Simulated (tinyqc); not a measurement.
Isotope shift of the local mode: vibrations of a mass or spring defect in a linear chain. Computed by tinyqc, a small Python program. Command: `OMP_NUM_THREADS=1 python tinyqc.py 3007902 3007903 out.jsonl localmode walk`. One thread of a shared host (Intel(R) Xeon(R) Processor @ 2.30GHz), about 0.01 s of CPU time with the checks.

A ring of N atoms with nearest-neighbour springs k and motion along the chain. Atom 1 is the defect, of mass M', and its two springs are k'. All other atoms have the mass M.

Inputs (values chosen for the exercise, for a model chain):
```
quantity                         value           unit
spring constant k                 4.18  eV/angstrom^2
host mass M                       40.7              u
defect mass M'                    25.6              u
spring ratio k'/k at the defect      1              -
isotope mass step                    1              u
```

Host: monatomic.

Constants: nu for 1 eV/(angstrom^2 u) = 15.6333042 THz.

Method:
- Host band: lambda from 0 to 4k/M.
- nu = 15.6333042 THz x sqrt(lambda), lambda in eV/(angstrom^2 u).
- D_ii = (sum of the two springs at i)/M_i, D_ij = -k_ij/sqrt(M_i M_j) for neighbours, closed into a ring.
- The same matrix for 120 atoms; amplitudes are the mass-weighted eigenvector, in size, relative to the defect, for the highest mode; its weight is the squared component of the normalised eigenvector on the defect.
- Raise M' by the isotope step in the 120-atom ring. First order, good only for a step much smaller than M': Delta nu/nu = -(1/2) (weight on the defect) Delta M'/M'; a defect vibrating against fixed neighbours would give sqrt(M'/(M' + step)) - 1.

highest frequency, long ring = 10.7902 THz

weight of the highest mode on the defect = 0.541219

shift, exact = -1.0067 %

shift, first order = -1.0571 %

shift, fixed neighbours = -1.8977 %

The shift is 53 % of the fixed-neighbour value; all other atoms together carry 46 % of the kinetic energy of the mode.

Extremes, crossings and ranges named in words are read from the listed rows.
